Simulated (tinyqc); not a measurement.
Interdiffusion of a quantum well during annealing: blurred potential and shift of the confined levels. Changing the well width w. Computed by tinyqc, a small Python program. Command: `OMP_NUM_THREADS=1 python tinyqc.py 3028510 3028511 out.jsonl qwi sweep`. One thread of a shared host (Intel(R) Xeon(R) Processor @ 2.30GHz), about 0.09 s of CPU time with the checks.

A square well of width w is blurred by Fick diffusion with a constant coefficient; band offsets are linear in composition, masses are uniform, and strain and excitons are ignored.

Inputs (values chosen for the exercise, modelled on GaAs in AlGaAs):

| quantity | value | unit |
|---|---|---|
| electron mass m_e | 0.0683 | m_0 |
| hole mass m_h | 0.401 | m_0 |
| conduction offset V_c | 0.22 | eV |
| valence offset V_v | 0.13 | eV |
| prefactor D0 | 11 | cm^2/s |
| activation energy E | 3.8 | eV |
| anneal temperature T | 880 | C |
| anneal time t | 590 | s |

Constants: k_B = 8.617333262e-05 eV/K; hbar^2/(2 m_0) = 3.80998212 eV angstrom^2.

Method:
- D = D0 exp(-E/(k_B T)); L = sqrt(D t); share of well material at the centre erf(w/(4L)); 1 nm = 1e-7 cm.
- Temperatures in kelvin are T(C) + 273.15.
- With L = sqrt(D t) and the share at the centre erf(w/(4L)). After the anneal: V(z) = V {1 - (1/2)[erf((w/2 - z)/(2L)) + erf((w/2 + z)/(2L))]}, energies counted from the original well bottom. Finite differences on 3000 points over |z| < w/2 + 6L + 25 nm; shifts are taken against the same grid with cell-averaged square steps.
- Rise of the bottom = V (1 - share at the centre). Overlap = |<electron|hole>|^2.

One run for each value:

| well width w (nm) | blue shift of the transition (meV) | shift of the electron level (meV) | shift of the hole level (meV) | share at the centre |
|---|---|---|---|---|
| 3.3 | 140.440 | 70.288 | 70.153 | 0.2294 |
| 5.1 | 161.516 | 89.268 | 72.247 | 0.3477 |
| 6.9 | 157.815 | 91.569 | 66.246 | 0.4579 |
| 8.8 | 142.704 | 85.411 | 57.293 | 0.5631 |
| 11.0 | 120.438 | 73.911 | 46.527 | 0.6688 |
| 12.0 | 110.096 | 68.207 | 41.889 | 0.7109 |
| 14.0 | 90.422 | 56.989 | 33.434 | 0.7838 |
| 16.0 | 72.970 | 46.733 | 26.238 | 0.8425 |

Over the rows, blue shift of the transition (meV) goes from 140 through a maximum among these rows, 162 at 5.10, to 73.0; shift of the electron level (meV) goes from 70.3 through a maximum among these rows, 91.6 at 6.90, to 46.7; shift of the hole level (meV) goes from 70.2 through a maximum among these rows, 72.2 at 5.10, to 26.2. A wide well keeps its centre and its states away from the edges; a very thin one has levels already near the barrier, with little room to move. Left out: 1.50 (no blur, or the well has dissolved).

Extremes, crossings and ranges named in words are read from the listed rows.
